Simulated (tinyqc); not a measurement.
ESD clamp with bipolar snapback, compact model and design window: one step of the calculation.

The drain junction multiplies the current that enters it: Igen = (M - 1)(Ic + I0), M = 1/(1 - (Vj/BV)^n). The generated holes leave through the substrate resistance and the base of the parasitic npn: Igen = Vb/Rb + Ic/be, Ic = Is exp(Vb/Vt). Terminal current I = Ic + I0 + Igen and voltage V = Vj + I Ro, per width. Isothermal, constant gain.

Problem. The snapback curve. For given Vb: Ic, Igen, M = 1 + Igen/(Ic + I0), Vj = BV (1 - 1/M)^(1/n), I and V.

Inputs (values chosen for the exercise); values close to those of grounded-gate n-channel clamps:
- T = 300 K (temperature)
- BV = 6.7 V (junction breakdown voltage)
- n = 3.3 (exponent of the multiplication)
- be = 5.5 (current gain of the parasitic npn)
- Is = 4.1e-17 A/um (saturation current)
- I0 = 3.5e-11 A/um (junction leakage)
- Rb = 87000 ohm um (substrate resistance)
- Ro = 440 ohm um (drain ballast and contact resistance)

Constants: q = 1.602176634e-19 C, kB = 1.380649e-23 J/K, Vt = kB T/q. Results are converted to the units shown.

Vb, point 0 to 8 (V): [0.05, 0.3, 0.351, 0.411, 0.461, 0.607, 0.743, 0.763, 0.793]

Give: Ic; M; Vj; I; V.

Solution.

Ic, point 0 to 8 (uA/um): [2.8363e-10, 4.4933e-6, 3.2309e-5, 3.2906e-4, 0.0022764, 0.64556, 124.35, 269.54, 860.20]
M, point 0 to 8: [16421, 87314, 59941, 12977, 2293.7, 11.989, 1.2505, 1.2144, 1.1924]
Vj, point 0 to 8 (V): [6.6999, 6.7000, 6.7000, 6.6998, 6.6991, 6.5255, 4.1160, 3.9612, 3.8549]
I, point 0 to 8 (uA/um): [0.57475, 3.4483, 4.0346, 4.7246, 5.3016, 7.7400, 155.50, 327.31, 1025.7]
V, point 0 to 8 (V): [6.7001, 6.7015, 6.7017, 6.7019, 6.7014, 6.5289, 4.1844, 4.1052, 4.3063]

V peaks at Vt1 = 6.702 V and falls to Vh = 4.105 V: once the npn supplies current, a small M feeds the base. At high current M tends to 1 + 1/be and Vj to BV (1 + be)^(-1/n) = 3.800 V.

tinyqc, about 0.01 s, one thread, Intel Xeon 2.30GHz (shared host): `OMP_NUM_THREADS=1 python tinyqc.py 2670001 2670002 out.jsonl`
